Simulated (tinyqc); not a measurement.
Thermal and gravitational stress in a wafer during furnace and rapid thermal processing, and the onset of slip: one step, computed by the program tinyqc. Command: `OMP_NUM_THREADS=1 python tinyqc.py 3014618 3014619 out.jsonl slip walk`. One thread of a shared host (Intel(R) Xeon(R) Processor @ 2.30GHz), about 0.01 s of CPU time with the checks.

A thin free disc in plane stress, isotropic; T(r) = T_centre + dT (r/R)^n with n = 2. Stress is positive in tension; sigma_SB = 5.670374419e-8 W/(m^2 K^4), g = 9.80665 m/s^2.

Question. Ramp rate in a batch furnace. Critical resolved stress tau_c = A exp(U/(k_B T)), a form chosen for the exercise; slip when 0.492799 |s_tt(R)| > tau_c; allowed |dT| = tau_c (n + 2)/(0.492799 n alpha E). In a stack heated from the rim, heat flows inward by conduction and by radiation between wafers: k_eff = k + (16/3) sigma_SB T^3 s^2/t (a diffusion estimate with the spacing as path length). A steady ramp gives the parabolic lag dT = rho c (ramp) R^2/(4 k_eff); the allowed ramp uses n = 2.

Inputs (values chosen for the exercise, modelled on silicon):

| quantity | value | unit |
|---|---|---|
| wafer radius R | 150 | mm |
| thickness t | 775 | micrometre |
| Young's modulus E | 161 | GPa |
| expansion alpha | 4.1 | 1e-6/K |
| temperature T | 1150 | K |
| prefactor A of the critical stress | 0.00031 | MPa |
| energy U of the critical stress | 1.02 | eV |
| density rho | 2330 | kg/m^3 |
| heat capacity c | 943 | J/(kg K) |
| conductivity k | 23.5 | W/(m K) |
| wafer spacing s | 6.6 | mm |
| ramp rate | 1.8 | K/min |

Constants: k_B = 8.617333262e-05 eV/K.

Give: k_eff; lag of the centre; allowed ramp rate.

Answer.

k_eff = 49.352 W/(m K)

lag of the centre = 7.5129 K

allowed ramp rate = 13.478 K/min

Radiation carries 52 % of the inward flow. The ramp is 0.13 of the allowed one.
